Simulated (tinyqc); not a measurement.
Worked calculation: heterojunction of two tight-binding chains. Values are carried at full precision from step to step, so a last printed digit may differ when a step is redone from the rounded ones.

Left chain: hopping -t1, sites at 2 t1 (band bottom 0). Right chain: hopping -t2, sites at dE + 2 t2 (bottom dE). t = c/(m a^2), c = hbar^2/2m0. The bond across the interface is -tc with tc = f sqrt(t1 t2), and the last left site has the extra energy U. In a chain E = bottom + 2t (1 - cos(ka)); the surface Green function of a half chain is g = -exp(ika)/t, with Im k > 0 where cos(ka) > 1.

Constants: hbar^2/2m0 = 3.80998211 eV angstrom^2.

Values chosen for the exercise (masses and offset of the size met at GaAs / AlGaAs; not measured data): a = 4 angstrom (site spacing); m1 = 0.068 m0 (mass on the left); m2 = 0.091 m0 (mass on the right); f = 0.73 (factor on the interface hopping); dE = 0.3 eV (band offset); E = 0.339 eV (electron energy); U = 0 eV (extra energy on the last left site).

## Hoppings

Form t1, t2 and tc.

t1 = 3.5018 eV
t2 = 2.6167 eV
tc = 2.2098 eV

## Wave numbers and velocities

The left chain has hopping t1 and band bottom 0, the right one t2 and dE. cos(ka) = 1 - (E - bottom)/(2t); dE/dk = 2 t a sin(ka).

ka (rad): left 0.31241, right 0.12216

dE/dk (eV angstrom): left 8.6103, right 2.5509

## Self-energies on the last left site

Hoppings t1 (left), t2 (right), tc (interface); g is the surface Green function of a half chain. The rest of the left chain gives S1 = t1^2 g1 = -t1 exp(i k1 a); the right chain gives S2 = tc^2 g2 = -(tc^2/t2) exp(i k2 a).

S1 = -3.33232-1.07628i eV
S2 = -1.85221-0.22739i eV

## Transmission

The last site of the left chain has energy 2 t1 + U, and S1, S2 are the self-energies of the two half chains on it. G = 1/(E - 2 t1 - U - S1 - S2); T = 4 Im(S1) Im(S2) |G|^2.

G = -0.3805-0.3351i 1/eV
T = 0.2516

A fraction 0.7484 is reflected although the electron lies above the step.

## Checks

- T from the Green function against 1 - |r|^2 from matching plane waves: both 0.251643.

Run: tinyqc, `OMP_NUM_THREADS=1 python tinyqc.py 1480952 1480953 out.jsonl`; Intel(R) Xeon(R) Processor @ 2.30GHz, one thread, shared host; about 0.01 s of CPU time with all checks.
